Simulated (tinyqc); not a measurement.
From results back to parameters: Penn model of the dielectric constant and Phillips ionicity. Two cases, with inputs chosen for the exercise.

Problem. eps was computed from a and a hidden C.

n = 32/a^3; Ep^2 = 8 pi c e2 n with c = hbar^2/2m0, e2 = e^2/(4 pi eps0); EF = c (3 pi^2 n)^(2/3); eps = 1 + (Ep/Eg)^2 S with S = 1 - Eg/(4 EF) + (Eg/(4 EF))^2/3, Eg the Penn gap. Core d shells are left out.

Phillips: bond length d = sqrt(3) a/4; homopolar gap Eh = 39.74 d^(-2.48) eV (d in angstrom); Eg^2 = Eh^2 + C^2; ionicity fi = C^2/Eg^2.

Constants: hbar^2/2m0 = 3.80998211 eV angstrom^2; e^2/(4 pi eps0) = 14.39964547 eV angstrom.

Find: Eg; Eh; C; fi.

Method. eps falls steadily with Eg, so one Eg fits; C^2 = Eg^2 - Eh^2.

Case 1.

Values chosen (out of a larger set: near those of GaN; not measured data): a = 4.493 angstrom (cubic lattice constant, 32 valence electrons a cell).

eps = 4.88002

Solution.

Eg = 10.407 eV
Eh = 7.628 eV
C = 7.08 eV
fi = 0.463

Case 2.

Values chosen (out of a larger set: near those of GaP; not measured data): a = 5.433 angstrom (cubic lattice constant, 32 valence electrons a cell).

eps = 8.08372

Solution.

Eg = 5.869 eV
Eh = 4.762 eV
C = 3.43 eV
fi = 0.342

Computed by tinyqc, one run a case: `OMP_NUM_THREADS=1 python tinyqc.py N N+1 out.jsonl` with N = 1650925, 1651192; one thread of a shared Intel(R) Xeon(R) Processor @ 2.30GHz, about 0.01 s a run at most.
